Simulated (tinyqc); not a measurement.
Inside a calculation. Model: thermal and gravitational stress in a wafer during furnace and rapid thermal processing, and the onset of slip. Computed by tinyqc, a small Python program that keeps every step. Command: `OMP_NUM_THREADS=1 python tinyqc.py 3001259 3001260 out.jsonl slip walk`. One thread of a shared host (Intel(R) Xeon(R) Processor @ 2.30GHz), about 0.01 s of CPU time with the checks. Intermediate numbers are printed to about 7 digits and carried at full precision; extremes and crossings named in words are read from the listed rows.

A thin free disc in plane stress, isotropic; T(r) = T_centre + dT (r/R)^n with n = 2. Stress is positive in tension; sigma_SB = 5.670374419e-8 W/(m^2 K^4), g = 9.80665 m/s^2.

Inputs (values chosen for the exercise, for a model wafer):
```
quantity                              value        unit
wafer radius R                           75          mm
thickness t                             675  micrometre
Young's modulus E                       147         GPa
Poisson ratio nu                       0.26           -
expansion alpha                        4.11      1e-6/K
edge less centre temperature dT          25           K
temperature T                          1125           K
prefactor A of the critical stress  0.00059         MPa
energy U of the critical stress        1.09          eV
density rho                            2330      kg/m^3
heat capacity c                         988    J/(kg K)
conductivity k                         24.2     W/(m K)
wafer spacing s                          10          mm
ramp rate                                19       K/min
radius of the support ring over R      0.71           -
```

Temperature profile: parabolic.

Constants: k_B = 8.617333262e-05 eV/K.

## Thermal stress

With x = r/R: s_rr = alpha E dT (1 - x^n)/(n + 2), s_tt = alpha E dT [1 - (n + 1) x^n]/(n + 2).

Temperature and stresses at r/R = 0, 0.3, 0.5, 0.7, 0.8, 0.9, 0.95, 1:
```
r/R   T - T_centre (K)  s_rr (MPa)  s_tt (MPa)
0.00            0.0000    3.776063    3.776063
0.30            2.2500    3.436217    2.756526
0.50            6.2500    2.832047    0.944016
0.70           12.2500    1.925792   -1.774749
0.80           16.0000    1.359382   -3.473978
0.90           20.2500    0.717452   -5.399769
0.95           22.5625    0.368166   -6.447627
1.00           25.0000    0.000000   -7.552125
```

hoop stress at the edge = -7.552125 MPa

r/R where s_tt = 0 = 0.5773503

The hot edge is squeezed; the edge stress is n times that at the centre in size.

## Resolved stress round the edge

At the edge the stress is uniaxial along the tangent d = (cos phi, sin phi, 0) of a (001) wafer; the Schmid factor is the largest |(d.n)(d.b)| over the twelve {111}<110> systems.

Schmid factor and resolved stress at phi = 0, 7.5, 15, 22.5, 30, 37.5 and 45 degrees from [100]:
```
phi from [100] (degrees)  Schmid factor  resolved stress (MPa)
0.0                           0.4082483               3.083142
7.5                           0.4541241               3.429602
15.0                          0.4829629               3.647396
22.5                          0.4927993               3.721682
30.0                          0.4829629               3.647396
37.5                          0.4541241               3.429602
45.0                          0.4082483               3.083142
```

The factor is 1/sqrt(6) = 0.408 along <100> and <110> and peaks at 0.4928 at 22.5 degrees, so slip, if any, starts at eight places between these directions.

## Slip criterion

Critical resolved stress tau_c = A exp(U/(k_B T)), a form chosen for the exercise; slip when 0.492799 |s_tt(R)| > tau_c; allowed |dT| = tau_c (n + 2)/(0.492799 n alpha E).

critical stress tau_c = 45.06476 MPa

resolved over critical stress = 0.08258518

allowed |dT| = 302.7177 K

No slip; the margin is a factor 12.

## Ramp rate in a batch furnace

In a stack heated from the rim, heat flows inward by conduction and by radiation between wafers: k_eff = k + (16/3) sigma_SB T^3 s^2/t (a diffusion estimate with the spacing as path length). A steady ramp gives the parabolic lag dT = rho c (ramp) R^2/(4 k_eff); the allowed ramp uses n = 2.

k_eff = 87.99171 W/(m K)

lag of the centre = 11.65027 K

allowed ramp rate = 493.6913 K/min

Radiation carries 72 % of the inward flow. The ramp is 0.04 of the allowed one.

## Gravity

Own weight q = rho g t on a ring of radius b R, x = r/R: moments of an edge-supported plate, M_r = q R^2 (3 + nu)(1 - x^2)/16 and M_t = q R^2 [(3 + nu) - (1 + 3 nu) x^2]/16, less the uniform moment inside the ring load, q R^2 [(1 - nu)(1 - b^2) - 2 (1 + nu) ln b]/8; stress at the lower face = 6 M/t^2.

stress at the centre = 0.05711780 MPa

radial stress at the ring = -0.06022621 MPa

hoop stress at the ring = -0.006953469 MPa

The largest of these is 6.7e-4 tau_c when halved for shear. Point supports give far higher local stress than a ring.

## Position of the support ring

The formulas are those given above.

Stress at the lower face (MPa):
```
b         centre  radial at ring  hoop at ring  largest in size
0.40  -0.1857453      -0.2229900    -0.2060814        0.2229900
0.50  -0.0959294      -0.1541243    -0.1277045        0.1541243
0.60  -0.0186910      -0.1024915    -0.0644471        0.1024915
0.65   0.0167197      -0.0816295    -0.0369802        0.0816295
0.70   0.0505230      -0.0635389    -0.0117562        0.0635389
0.75   0.0830138      -0.0479245     0.0115199        0.0830138
0.80   0.1144300      -0.0345487     0.0330858        0.1144300
0.90   0.1747831      -0.0137680     0.0718319        0.1747831
1.00   0.2327792       0.0000000     0.1056789        0.2327792
```

Among these rows the largest stress is least, 0.064 MPa, for a ring at 0.7 R, 3.7 times below edge support: the overhang balances the sag of the centre. All values scale as R^2/t.

## Limits against temperature

The formulas are those given above.

For the parabolic profile:
```
T (K)  tau_c (MPa)  allowed |dT| (K)  k_eff (W/(m K))  allowed ramp (K/min)
1050      100.6055          675.8067          76.0650              952.7597
1125       45.0648          302.7177          87.9917              493.6913
1200       22.3178          149.9171         101.6195              282.3607
1275       12.0052           80.6434         117.0618              174.9686
1350        6.9184           46.4737         134.4321              115.7939
1425        4.2251           28.3819         153.8437               80.9276
1500        2.7108           18.2092         175.4100               59.2000
```

From 1050 to 1500 K the allowed difference falls 37 times and the allowed ramp 16 times; radiation, which grows as T^3, gives back a factor 2.31. Ramps must slow as the wafer gets hotter.

Checks made by the program: force balance: the hoop stress integrates to zero (added to the edge stress) (relative difference below 1e-10).
